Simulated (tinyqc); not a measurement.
Chemical vapour deposition: Grove model, boundary layer, depletion and step coverage: one step, computed by the program tinyqc. Command: `OMP_NUM_THREADS=1 python tinyqc.py 3014889 3014890 out.jsonl cvd walk`. One thread of a shared host (Intel(R) Xeon(R) Processor @ 2.30GHz), about 0.01 s of CPU time with the checks.

A precursor diffuses to the surface and reacts there at first order; each molecule that reacts adds one formula unit of film.

Problem. Uniformity across a wafer. Between two wafers the gas diffuses inward and reacts on both faces: (D/r) d/dr (r dC/dr) = 2 k_s C/s, so C(r)/C_g = I0(phi r/R)/I0(phi) with phi^2 = 2 k_s R^2/(s D); G(r) = k_s C(r)/N, 1 cm/s = 6e8 nm/min; the mean over the wafer is eta = 2 I1(phi)/(phi I0(phi)).

Inputs (values chosen for the exercise, close to those used for polysilicon from silane):
```
quantity         value                unit
temperature T      740                   C
film density N   5e+22  formula units/cm^3
wafer radius R      15                  cm
wafer spacing s   0.46                  cm
```

Reactor: wafer stack, low pressure.

surface rate constant k_s = 0.8291725 cm/s

gas diffusivity D = 26712.37 cm^2/s

precursor density C_g = 6.395394e+13 1/cm^3

Give: Thiele modulus phi; growth rate G at the edge; rate at the centre over rate at the edge; effectiveness eta.

Solution.

Thiele modulus phi = 0.1743

growth rate G at the edge = 0.6363 nm/min

rate at the centre over rate at the edge = 0.9925

effectiveness eta = 0.9962

The centre lags the edge by 0.75 %; for small phi the lag is phi^2/4 = 0.76 %. Caution: the mean free path 3D/c is comparable with or larger than the wafer spacing, where wall collisions cap D near (2s) c/3 and the lag is larger than computed.
